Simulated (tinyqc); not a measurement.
Comparisons within one model: thresholds of impact ionisation and Auger recombination from band masses. A value that a table varies takes the place of the one given here.

Parabolic bands, no phonon. At threshold the three slow carriers share one velocity. With M their total mass and m4 the mass of the fast carrier, the fast carrier has the kinetic energy E_T = G M/(M - m4) and the slow ones together E_a = G m4/(M - m4), the activation energy of the Auger rate. CCCH (fast electron): G = Eg, M = 2 me + mh, m4 = me. CHHS (hole into the split-off band): G = Eg - Dso, M = 2 mh + me, m4 = ms; this form holds for Eg > Dso (below, the process needs about Dso - Eg and is marked by a dash). CHHL (hole into the light band): G = Eg, M = 2 mh + me, m4 = ml. CHHH (fast heavy hole): G = Eg, M = 2 mh + me, m4 = mh.

Non-parabolic fast electron: E (1 + alpha E) = c k^2/me with alpha = (1 - me)^2/Eg; the slow carriers stay parabolic, so E_T = Eg + me E_T (1 + alpha E_T)/M, M = 2 me + mh (the root between Eg and 1.9 Eg).

Constants: kB = 8.617333262e-05 eV/K; hc = 1239.841984 eV nm.

Inputs chosen for the exercise (near those of InSb, gap at low temperature and not tied to T; shifted at random, so the results belong to these values and not to a real crystal): Eg = 0.229 eV (gap at Gamma to the s-like level); Dso = 0.826 eV (spin-orbit splitting); me = 0.0132 m0 (electron mass at Gamma); mh = 0.45 m0 (heavy-hole mass); ms = 0.117 m0 (split-off mass); ml = 0.0152 m0 (light-hole mass); T = 350 K (temperature).

## The gap of an alloy series

Eg is varied with me and ml proportional to it; mh, ms and Dso are kept. E_a of three processes; wavelength hc/Eg.

Results:
```
Eg (eV)  wavelength (micrometre)      me  CCCH (meV)  CCCH non-parabolic (meV)  CHHS (meV)  CHHL (meV)  log10 exp(-E_a/kT), non-parabolic
0.069                      17.97  0.0040         0.6                       1.2           -         0.4                              -0.02
0.114                      10.88  0.0066         1.6                       3.4           -         1.0                              -0.05
0.172                       7.21  0.0099         3.7                       7.7           -         2.2                              -0.11
0.229                       5.41  0.0132         6.5                      13.7           -         3.9                              -0.20
0.286                       4.34  0.0165        10.1                      21.4           -         6.0                              -0.31
0.366                       3.39  0.0211        16.4                      35.3           -         9.9                              -0.51
0.458                       2.71  0.0264        25.4                      55.6           -        15.5                              -0.80
```

E_a of CCCH goes nearly as Eg^2 (power 1.97 over the table), as both G and me grow; the non-parabolic value goes with the power 2.02, and its Boltzmann factor spans 0.8 decades; rows with E_a far above kT are formal, since phonon-assisted processes and side valleys rule there. All rows have Eg below Dso = 0.826 eV; the nearest is 0.37 eV from the CHHS resonance.

## The mass ratio

mu = me/mh is varied; thresholds in units of Eg for ionisation started by an electron, (1 + 2 mu)/(1 + mu), and by a heavy hole, (2 + mu)/(1 + mu).

Results:
```
mu     electron (Eg)  hole (Eg)  electron (eV)  hole (eV)
0.029         1.0282     1.9718          0.235      0.452
0.100         1.0909     1.9091          0.250      0.437
0.620         1.3827     1.6173          0.317      0.370
0.680         1.4048     1.5952          0.322      0.365
1.000         1.5000     1.5000          0.344      0.344
1.100         1.5238     1.4762          0.349      0.338
2.500         1.7143     1.2857          0.393      0.294
```

The two thresholds add up to 3 Eg in every row and are equal, 3/2 Eg, at mu = 1. The lighter carrier has the lower threshold; in the first row the two differ by 0.216 eV, which would favour one carrier in avalanche multiplication. Real ionisation rates depend on the whole band structure and can be nearly equal although the edge masses differ.

## What each parameter does

Activation energies. Each row changes one parameter from the base and keeps the others.

Results:
```
case             CCCH (meV)  CCCH non-parabolic (meV)  CHHL (meV)
base                   6.53                     13.66        3.88
Eg = 0.2519 eV         7.18                     15.03        4.26
Dso = 0.9086 eV        6.53                     13.66        3.88
me = 0.0145 m0         7.15                     15.03        3.87
mh = 0.405 m0          7.23                     15.23        4.31
ms = 0.1287 m0         6.53                     13.66        3.88
ml = 0.0167 m0         6.53                     13.66        4.27
```

The largest shifts from the base row, up to three for each result and ties (the steps differ in size, so this ranks the rows, not the parameters). CCCH (meV): mh +0.70, Eg +0.65, me +0.62; unchanged at the printed digits by Dso, ms and ml. CCCH non-parabolic (meV): mh +1.57, me +1.37, Eg +1.37; unchanged at the printed digits by Dso, ms and ml. CHHL (meV): mh +0.43, ml +0.39, Eg +0.39; unchanged at the printed digits by Dso and ms.

(tinyqc, `OMP_NUM_THREADS=1 python tinyqc.py 1850993 1850994 out.jsonl`, Intel(R) Xeon(R) Processor @ 2.30GHz, 1 thread, shared host, about 0.01 s.)
